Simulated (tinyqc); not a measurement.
Width of the well: finite square well with mass mismatch (envelope functions).

A square well of width L and depth V0, mass mw inside and mb outside, energies from the bottom of the well, c = hbar^2/2m0. k = sqrt(mw E/c), kappa = sqrt(mb (V0 - E)/c). psi and psi'/m are continuous at the walls (BenDaniel-Duke), so level n solves k L + 2 atan[(k/mw)/(kappa/mb)] = n pi.

Constants: hbar^2/2m0 = 3.80998211 eV angstrom^2.

Parameters, chosen for this exercise (near those of a strained Si well in SiGe; not measured data):
```
symbol  value                        unit      meaning
V0      0.183                        eV        barrier height
mw      0.917                        m0        mass in the well
mb      0.964                        m0        mass in the barrier
Ls      (8, 12, 18, 27, 40, 61, 91)  angstrom  widths
```

Levels against L, beside the infinite well E1(hard) = c (pi/L)^2/mw; Pb is the probability of level 1 in the barriers; a dash marks an unbound level.

Levels:
```
L (angstrom)  bound levels  E1 (eV)  E2 (eV)  E1(hard) (eV)     Pb
8                        1   0.1124        -         0.6407  0.403
12                       1   0.0803        -         0.2848  0.226
18                       2   0.0514   0.1709         0.1266  0.109
40                       3   0.0165   0.0646         0.0256  0.018
61                       5   0.0082   0.0325         0.0110  0.006
91                       7   0.0040   0.0161         0.0050  0.002
```

Give the missing row, L (angstrom) = 27.

Computed row:
```
L (angstrom)  bound levels  E1 (eV)  E2 (eV)  E1(hard) (eV)     Pb
27                       2   0.0299   0.1129         0.0563  0.046
```

The infinite well overestimates E1 by a factor 5.70 at 8 angstrom and 1.23 at 91 angstrom. The local exponent d ln E1/d ln L goes from -0.83 (first two rows) to -1.76 (last two), towards the -2 of hard walls, as Pb falls from 0.403 to 0.002. E2 - E1 is largest at 18 angstrom of the widths listed.

Program tinyqc; command `OMP_NUM_THREADS=1 python tinyqc.py 1250692 1250693 out.jsonl`; about 0.01 s on one thread of a shared Intel(R) Xeon(R) Processor @ 2.30GHz.
